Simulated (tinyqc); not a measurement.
Deformation-potential model of the X valleys of a conduction band: one step. Conductivity mass tensor. Two cases, with inputs chosen for the exercise.

Question. With one scattering time for all valleys the conductivity goes as M = sum_i n_i (inverse mass tensor of valley i); along the unit vector u, 1/m_c = u.M.u. Without stress 1/m_c = (1/ml + 2/mt)/3. Take u along [1-10].

Valleys with axes along x, y and z, one whole valley each. Herring-Vogt shift of a valley with unit axis a: dE = Xd tr(e) + Xu a.e.a. Non-degenerate shares n_i = exp(-dE_i/kT)/sum_j exp(-dE_j/kT). Inverse mass tensor of a valley: (1 - a a)/mt + a a/ml; the masses are taken as independent of strain.

Give: M; m_c along [1-10]; m_c without stress.

Case 1.

Values chosen (out of a larger set: near those of AlAs; not measured data): ml = 1.143 m0 (longitudinal mass); mt = 0.206 m0 (transverse mass).

shares: x 0.461662, y 0.461662, z 0.076676

Answer.

M (1/m0):
```
       x      y      z
x  3.017  0.000  0.000
y  0.000  3.017  0.000
z  0.000  0.000  4.549
```

m_c along [1-10] = 0.3314 m0
m_c without stress = 0.2835 m0

The repopulation alone changes the mobility along [1-10] by -14.5 %; with all electrons in the valleys lightest or heaviest along this direction it would change by +38 or -19 %.

Case 2.

Values chosen (out of a larger set: near those of AlAs; not measured data): ml = 1.132 m0 (longitudinal mass); mt = 0.194 m0 (transverse mass).

shares: x 0.333333, y 0.333333, z 0.333333

Answer.

M (1/m0):
```
       x      y      z
x  3.731  0.000  0.000
y  0.000  3.731  0.000
z  0.000  0.000  3.731
```

m_c along [1-10] = 0.2680 m0
m_c without stress = 0.2680 m0

The mobility along [1-10] does not change; with all electrons in the valleys lightest or heaviest along this direction it would change by +38 or -19 %.

Computed by tinyqc, one run a case: `OMP_NUM_THREADS=1 python tinyqc.py N N+1 out.jsonl` with N = 1050015, 1050124; one thread of a shared Intel(R) Xeon(R) Processor @ 2.30GHz, about 0.01 s a run at most.
